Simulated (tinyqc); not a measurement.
RHF in the sto-3g basis, for H3+, spin multiplicity 1, step by step. Computed by tinyqc, a small Python program that keeps every step (integrals from PySCF). Settings: charge = 1, multiplicity = 1, basis = sto-3g, energy threshold = 1e-08, iteration cap = 62, orthogonalisation = canonical, start = core, DIIS depth = 3, DIIS from iteration = 2, method = RHF. Command: `OMP_NUM_THREADS=1 python tinyqc.py 28124 28125 out.jsonl` (the two numbers bound the seeds that draw the settings). One thread of a shared host (Intel(R) Xeon(R) Processor @ 2.60GHz), about 0.05 s of CPU time with the checks. Later iterations appear only in the table of the cycle.

## One-electron integrals

Geometry (angstrom):
```
atom,x,y,z
H,0.000000,0.000000,0.000000
H,0.000000,0.000000,1.029000
H,0.000000,0.891000,0.515000
```

Basis sto-3g: exponents (1/bohr^2) and contraction coefficients of normalised primitives:
```
element,l (shell),exponent,coefficient
H,s (1),3.425251,0.154329
H,s (1),0.623914,0.535328
H,s (1),0.168855,0.444635
```

Overlap, kinetic and nuclear-attraction integrals over the contracted functions; the nuclear repulsion is the sum of Za Zb / Rab.

nuclear repulsion = 1.54291199 hartree

overlap S, lower triangle:
```
,1H 1s,2H 1s,3H 1s
1H 1s,1.000000
2H 1s,0.479562,1.000000
3H 1s,0.479488,0.479777,1.000000
```

kinetic energy T (hartree), lower triangle:
```
,1H 1s,2H 1s,3H 1s
1H 1s,0.760032
2H 1s,0.100903,0.760032
3H 1s,0.100859,0.101032,0.760032
```

nuclear attraction V (hartree), lower triangle:
```
,1H 1s,2H 1s,3H 1s
1H 1s,-2.226882
2H 1s,-1.015511,-2.227098
3H 1s,-1.015329,-1.016036,-2.227042
```

core Hamiltonian H = T + V (hartree), lower triangle:
```
,1H 1s,2H 1s,3H 1s
1H 1s,-1.466850
2H 1s,-0.914608,-1.467066
3H 1s,-0.914470,-0.915004,-1.467010
```

## Two-electron integrals

Functions are numbered as in S; the eight-fold symmetry (ij|kl) = (ji|kl) = (kl|ij) leaves the list below.

Two-electron integrals (ij|kl) in chemists' order, unique and non-zero (hartree):
```
i,j,k,l,(ij|kl)
1,1,1,1,0.774606
2,1,1,1,0.296112
2,1,2,1,0.146214
2,2,1,1,0.468697
2,2,2,1,0.296112
2,2,2,2,0.774606
3,1,1,1,0.296055
3,1,2,1,0.131282
3,1,2,2,0.235876
3,1,3,1,0.146164
3,2,1,1,0.235965
3,2,2,1,0.131356
3,2,2,2,0.296279
3,2,3,1,0.131337
3,2,3,2,0.146358
3,3,1,1,0.468656
3,3,2,1,0.235899
3,3,2,2,0.468815
3,3,3,1,0.296055
3,3,3,2,0.296279
3,3,3,3,0.774606
```

## Orthogonalisation

S = U s U^T; canonical form X = U s^(-1/2), so that X^T S X = 1. Each column of U has its largest component positive (the first on a tie).

eigenvalues of S: 0.520218  0.520564  1.959218

X:
```
,1,2,3
1H 1s,-0.141468,1.122859,0.412427
2H 1s,1.043389,-0.438882,0.412510
3H 1s,-0.901996,-0.683787,0.412489
```

## Starting guess

The start is the orbitals of the core Hamiltonian; D = 2 C_occ C_occ^T.

D at the start, lower triangle:
```
,1H 1s,2H 1s,3H 1s
1H 1s,0.339951
2H 1s,0.340227,0.340504
3H 1s,0.340156,0.340432,0.340361
```

## Iteration 1: building the Fock matrix

J_ij = sum D_kl (ij|kl), K_ij = sum D_kl (ik|jl); F = H + J - 0.5 K; E = tr D H + tr D J / 2 - 0.25 tr D K + E_nn.

Coulomb J (hartree), lower triangle:
```
,1H 1s,2H 1s,3H 1s
1H 1s,1.145994
2H 1s,0.560022,1.146342
3H 1s,0.559918,0.560325,1.146253
```

exchange K (hartree), lower triangle:
```
,1H 1s,2H 1s,3H 1s
1H 1s,0.855148
2H 1s,0.705342,0.855856
3H 1s,0.705238,0.705640,0.855674
```

Fock matrix F (hartree), lower triangle:
```
,1H 1s,2H 1s,3H 1s
1H 1s,-0.748431
2H 1s,-0.707256,-0.748651
3H 1s,-0.707172,-0.707499,-0.748594
```

total energy of this density = -1.24367952 hartree

## Iteration 1: diagonalisation and new density

Diagonalise F' = X^T F X, C = X C', fill 1 alpha and 1 beta electrons from the bottom; D = 2 C_occ C_occ^T. Each column has its largest component positive (the first on a tie).

F' = X^T F X (hartree), lower triangle:
```
,1,2,3
1,-0.079043
2,0.000000,-0.079490
3,-0.000019,0.000048,-1.104102
```

orbital energies (hartree): MO1 -1.104102, MO2 -0.079490, MO3 -0.079043

coefficients C:
```
,MO1,MO2,MO3
1H 1s,0.412372,1.122881,-0.141453
2H 1s,0.412550,-0.438884,1.043373
3H 1s,0.412504,-0.683749,-0.902018
```

D after iteration 1, lower triangle:
```
,1H 1s,2H 1s,3H 1s
1H 1s,0.340102
2H 1s,0.340248,0.340394
3H 1s,0.340210,0.340357,0.340319
```

## Iteration 2: building the Fock matrix

As before.

Coulomb J (hartree), lower triangle:
```
,1H 1s,2H 1s,3H 1s
1H 1s,1.146049
2H 1s,0.560026,1.146302
3H 1s,0.559926,0.560313,1.146237
```

exchange K (hartree), lower triangle:
```
,1H 1s,2H 1s,3H 1s
1H 1s,0.855268
2H 1s,0.705354,0.855769
3H 1s,0.705270,0.705597,0.855640
```

Fock matrix F (hartree), lower triangle:
```
,1H 1s,2H 1s,3H 1s
1H 1s,-0.748435
2H 1s,-0.707259,-0.748648
3H 1s,-0.707180,-0.707489,-0.748593
```

total energy of this density = -1.24367954 hartree

## Iteration 2: diagonalisation and new density

As before.

F' = X^T F X (hartree), lower triangle:
```
,1,2,3
1,-0.079059
2,0.000000,-0.079474
3,-0.000015,0.000037,-1.104102
```

orbital energies (hartree): MO1 -1.104102, MO2 -0.079474, MO3 -0.079059

coefficients C:
```
,MO1,MO2,MO3
1H 1s,0.412384,1.122874,-0.141472
2H 1s,0.412541,-0.438869,1.043383
3H 1s,0.412501,-0.683770,-0.902004
```

D after iteration 2, lower triangle:
```
,1H 1s,2H 1s,3H 1s
1H 1s,0.340121
2H 1s,0.340251,0.340380
3H 1s,0.340217,0.340347,0.340314
```

## Iteration 3 (converged): orbitals

converged F (hartree), lower triangle:
```
,1H 1s,2H 1s,3H 1s
1H 1s,-0.748436
2H 1s,-0.707260,-0.748648
3H 1s,-0.707180,-0.707488,-0.748593
```

As before.

F' = X^T F X (hartree), lower triangle:
```
,1,2,3
1,-0.079061
2,0.000000,-0.079472
3,-0.000014,0.000036,-1.104102
```

orbital energies (hartree): MO1 -1.104102, MO2 -0.079472, MO3 -0.079061

coefficients C:
```
,MO1,MO2,MO3
1H 1s,0.412386,1.122873,-0.141475
2H 1s,0.412540,-0.438866,1.043384
3H 1s,0.412500,-0.683773,-0.902002
```

D after iteration 3, lower triangle:
```
,1H 1s,2H 1s,3H 1s
1H 1s,0.340124
2H 1s,0.340251,0.340379
3H 1s,0.340218,0.340346,0.340313
```

## Convergence

Stop when the energy changes by less than 1e-08 hartree and every element of the error matrix X^T (F D S - S D F) X is below 3e-05.

Course of the cycle:
```
iteration,E (hartree),change,largest element of the error matrix
1,-1.24367952,-,1.60e-04
2,-1.24367954,-1.62e-08,2.03e-05
3,-1.24367954,-2.62e-10,2.58e-06
```

PySCF RHF in the same basis = -1.24367954 hartree

Converged in 3 iterations.

## Populations, bond orders and dipole

Mulliken: Z minus the diagonal of D S on the atom; Loewdin: the same with S^(1/2) D S^(1/2); Mayer order: 2 sum_s sum (D(s) S)_ij (D(s) S)_ji over the two atoms.

Charges (e):
```
atom,Mulliken,Loewdin
1H,0.333574,0.333558
2H,0.333160,0.333171
3H,0.333266,0.333271
```

Mayer bond orders:
```
pair,order
2-1,0.444400
3-1,0.444329
3-2,0.444605
```

dipole moment about the origin, x y z (debye): 0.000000  1.426265  2.471025
